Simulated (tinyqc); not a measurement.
# Changing the contact angle theta

Model: classical nucleation, growth and JMAK kinetics of crystallisation from a melt or glass. Computed by tinyqc, a small Python program. Command: `OMP_NUM_THREADS=1 python tinyqc.py 3001363 3001364 out.jsonl nucl sweep`. One thread of a shared host (Intel(R) Xeon(R) Processor @ 2.30GHz), about 0.01 s of CPU time with the checks.

A spherical nucleus cap on a flat wall with a sharp interface of isotropic energy gamma; lambda = Omega^(1/3) is the jump distance.

Inputs (values chosen for the exercise, for a model substance): melting point T_m = 1670 K; heat of melting per volume H = 1210 J/cm^3; interface energy gamma = 0.113 J/m^2; atomic volume Omega = 27.3 angstrom^3; temperature T = 1251 K; diffusion prefactor D0 = 1.1e-07 m^2/s; activation energy Q = 0.728 eV; wall area per volume S_v = 1.7e+07 1/m.

Nucleation: on a flat wall. Driving force: Turnbull (linear).

Constants: e = 1.602176634e-19 C; k_B = 1.380649e-23 J/K; k_B = 8.617333262e-05 eV/K.

Method:
- Driving force per volume: dG = H (T_m - T)/T_m.
- Shape factor f = (2 + cos theta)(1 - cos theta)^2/4.
- W(r) = f [4 pi r^2 gamma - (4/3) pi r^3 dG]; r* = 2 gamma/dG; W* = f 16 pi gamma^3/(3 dG^2); n* = f (4/3) pi r*^3/Omega.
- D = D0 exp(-Q/(k_B T)); attachment rate k+ = (A*/lambda^2) D/lambda^2 with A* = 2 pi r*^2 (1 - cos theta); Zeldovich factor Z = sqrt(W*/(3 pi k_B T))/n*; sites per volume N = S_v/lambda^2; I = N Z k+ exp(-W*/(k_B T)); lag time = 1/(4 pi Z^2 k+).

One run for each value; columns: (1) contact angle theta (degrees); (2) shape factor f; (3) barrier W* (eV); (4) nucleation rate I (1/(m^3 s)); (5) atoms in the nucleus n*; (6) critical radius r* (nm):
```
(1)        (2)        (3)        (4)        (5)     (6)
20   2.673e-03  4.376e-03  2.291e+35  1.692e-01  0.7444
40   3.785e-02  6.197e-02  1.384e+35  2.396e+00  0.7444
60   1.562e-01  2.558e-01  2.411e+34  9.891e+00  0.7444
80   3.711e-01  6.075e-01  9.901e+32  2.349e+01  0.7444
100  6.289e-01  1.030e+00  2.152e+31  3.981e+01  0.7444
120  8.438e-01  1.381e+00  9.090e+29  5.341e+01  0.7444
140  9.621e-01  1.575e+00  1.660e+29  6.090e+01  0.7444
160  9.973e-01  1.633e+00  1.049e+29  6.313e+01  0.7444
180  1.000e+00  1.637e+00  1.038e+29  6.330e+01  0.7444
```

Describe and explain the trends.

Over the rows, shape factor f rises from 0.00267 to 1.00 (exponent d ln y / d ln x 3.8 between the first rows and 0.023 between the last); barrier W* (eV) rises from 0.00438 to 1.64 (exponent d ln y / d ln x 3.8 between the first rows and 0.023 between the last); nucleation rate I (1/(m^3 s)) falls from 2.29e35 to 1.04e29 (exponent d ln y / d ln x -0.73 between the first rows and -0.096 between the last). f is 1/2 at 90 degrees and 1 at 180, where the wall gives no help; r* does not depend on the angle.

Caution (rows 20.0, 40.0, 60.0, 80.0, 100): with under 20 atoms in the nucleus or a barrier under 10 k_B T the capillary model is only a guide. Caution (rows 120, 140, 160, 180): homogeneous nucleation, left out here, would be as fast or faster: the wall offers too few sites or too small a cut in the barrier.
